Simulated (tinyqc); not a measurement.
Inside a calculation. Model: thermal and gravitational stress in a wafer during furnace and rapid thermal processing, and the onset of slip. Computed by tinyqc, a small Python program that keeps every step. Command: `OMP_NUM_THREADS=1 python tinyqc.py 3010144 3010145 out.jsonl slip walk`. One thread of a shared host (Intel(R) Xeon(R) Processor @ 2.30GHz), about 0.01 s of CPU time with the checks. Intermediate numbers are printed to about 7 digits and carried at full precision; extremes and crossings named in words are read from the listed rows.

A thin free disc in plane stress, isotropic; T(r) = T_centre + dT (r/R)^n. Stress is positive in tension; sigma_SB = 5.670374419e-8 W/(m^2 K^4), g = 9.80665 m/s^2.

Inputs (values chosen for the exercise, modelled on silicon):

| quantity | value | unit |
|---|---|---|
| wafer radius R | 225 | mm |
| thickness t | 925 | micrometre |
| Young's modulus E | 144 | GPa |
| Poisson ratio nu | 0.26 | - |
| expansion alpha | 4.21 | 1e-6/K |
| edge less centre temperature dT | 19 | K |
| exponent n of the profile | 16 | - |
| temperature T | 1150 | K |
| prefactor A of the critical stress | 0.00025 | MPa |
| energy U of the critical stress | 1.04 | eV |
| density rho | 2330 | kg/m^3 |
| heat capacity c | 923 | J/(kg K) |
| conductivity k | 25.6 | W/(m K) |
| wafer spacing s | 5.6 | mm |
| ramp rate | 18 | K/min |
| radius of the support ring over R | 0.7 | - |

Temperature profile: edge zone, power law.

Constants: k_B = 8.617333262e-05 eV/K.

## Thermal stress

With x = r/R: s_rr = alpha E dT (1 - x^n)/(n + 2), s_tt = alpha E dT [1 - (n + 1) x^n]/(n + 2).

Temperature and stresses at r/R = 0, 0.3, 0.5, 0.7, 0.8, 0.9, 0.95, 1:

| r/R | T - T_centre (K) | s_rr (MPa) | s_tt (MPa) |
|---|---|---|---|
| 0.00 | 0.00000 | 0.6399200 | 0.63992 |
| 0.30 | 0.00000 | 0.6399200 | 0.63992 |
| 0.50 | 0.00029 | 0.6399102 | 0.63975 |
| 0.70 | 0.06314 | 0.6377934 | 0.60377 |
| 0.80 | 0.53480 | 0.6219079 | 0.33371 |
| 0.90 | 3.52074 | 0.5213415 | -1.37591 |
| 0.95 | 8.36241 | 0.3582741 | -4.14806 |
| 1.00 | 19.00000 | 0.0000000 | -10.23872 |

hoop stress at the edge = -10.23872 MPa

r/R where s_tt = 0 = 0.8377163

The hot edge is squeezed; the edge stress is n times that at the centre in size.

## Resolved stress round the edge

At the edge the stress is uniaxial along the tangent d = (cos phi, sin phi, 0) of a (001) wafer; the Schmid factor is the largest |(d.n)(d.b)| over the twelve {111}<110> systems.

Schmid factor and resolved stress at phi = 0, 7.5, 15, 22.5, 30, 37.5 and 45 degrees from [100]:

| phi from [100] (degrees) | Schmid factor | resolved stress (MPa) |
|---|---|---|
| 0.0 | 0.4082483 | 4.179940 |
| 7.5 | 0.4541241 | 4.649650 |
| 15.0 | 0.4829629 | 4.944922 |
| 22.5 | 0.4927993 | 5.045634 |
| 30.0 | 0.4829629 | 4.944922 |
| 37.5 | 0.4541241 | 4.649650 |
| 45.0 | 0.4082483 | 4.179940 |

The factor is 1/sqrt(6) = 0.408 along <100> and <110> and peaks at 0.4928 at 22.5 degrees, so slip, if any, starts at eight places between these directions.

## Slip criterion

Critical resolved stress tau_c = A exp(U/(k_B T)), a form chosen for the exercise; slip when 0.492799 |s_tt(R)| > tau_c; allowed |dT| = tau_c (n + 2)/(0.492799 n alpha E).

critical stress tau_c = 9.029266 MPa

resolved over critical stress = 0.5588089

allowed |dT| = 34.00089 K

No slip; the margin is a factor 1.8.

## Ramp rate in a batch furnace

In a stack heated from the rim, heat flows inward by conduction and by radiation between wafers: k_eff = k + (16/3) sigma_SB T^3 s^2/t (a diffusion estimate with the spacing as path length). A steady ramp gives the parabolic lag dT = rho c (ramp) R^2/(4 k_eff); the allowed ramp uses n = 2.

k_eff = 41.19331 W/(m K)

lag of the centre = 198.2245 K

allowed ramp rate = 5.488872 K/min

Radiation carries 38 % of the inward flow. The ramp is 3.28 of the allowed one.

## Gravity

Own weight q = rho g t on a ring of radius b R, x = r/R: moments of an edge-supported plate, M_r = q R^2 (3 + nu)(1 - x^2)/16 and M_t = q R^2 [(3 + nu) - (1 + 3 nu) x^2]/16, less the uniform moment inside the ring load, q R^2 [(1 - nu)(1 - b^2) - 2 (1 + nu) ln b]/8; stress at the lower face = 6 M/t^2.

stress at the centre = 0.3318130 MPa

radial stress at the ring = -0.4172957 MPa

hoop stress at the ring = -0.07720956 MPa

The largest of these is 0.023 tau_c when halved for shear. Point supports give far higher local stress than a ring.

## Position of the support ring

The formulas are those given above.

Stress at the lower face (MPa):

| b | centre | radial at ring | hoop at ring | largest in size |
|---|---|---|---|---|
| 0.40 | -1.219895 | -1.464502 | -1.353453 | 1.464502 |
| 0.50 | -0.630023 | -1.012221 | -0.838708 | 1.012221 |
| 0.60 | -0.122754 | -0.673120 | -0.423261 | 0.673120 |
| 0.65 | 0.109808 | -0.536107 | -0.242870 | 0.536107 |
| 0.70 | 0.331813 | -0.417296 | -0.077210 | 0.417296 |
| 0.75 | 0.545199 | -0.314747 | 0.075658 | 0.545199 |
| 0.80 | 0.751527 | -0.226901 | 0.217293 | 0.751527 |
| 0.90 | 1.147900 | -0.090422 | 0.471761 | 1.147900 |
| 1.00 | 1.528793 | 0.000000 | 0.694053 | 1.528793 |

Among these rows the largest stress is least, 0.417 MPa, for a ring at 0.7 R, 3.7 times below edge support: the overhang balances the sag of the centre. All values scale as R^2/t.

## Limits against temperature

The formulas are those given above.

For the parabolic profile:

| T (K) | tau_c (MPa) | allowed \|dT\| (K) | k_eff (W/(m K)) | allowed ramp (K/min) |
|---|---|---|---|---|
| 1050 | 24.53129 | 164.2236 | 37.46896 | 13.56425 |
| 1125 | 11.40079 | 76.3221 | 40.19830 | 6.76311 |
| 1200 | 5.83106 | 39.0358 | 43.31693 | 3.72743 |
| 1275 | 3.22714 | 21.6040 | 46.85080 | 2.23120 |
| 1350 | 1.90737 | 12.7688 | 50.82587 | 1.43062 |
| 1425 | 1.19150 | 7.9764 | 55.26808 | 0.97179 |
| 1500 | 0.78016 | 5.2228 | 60.20338 | 0.69312 |

From 1050 to 1500 K the allowed difference falls 31 times and the allowed ramp 20 times; radiation, which grows as T^3, gives back a factor 1.61. Ramps must slow as the wafer gets hotter.

Checks made by the program: force balance: the hoop stress integrates to zero (added to the edge stress) (relative difference below 1e-10).
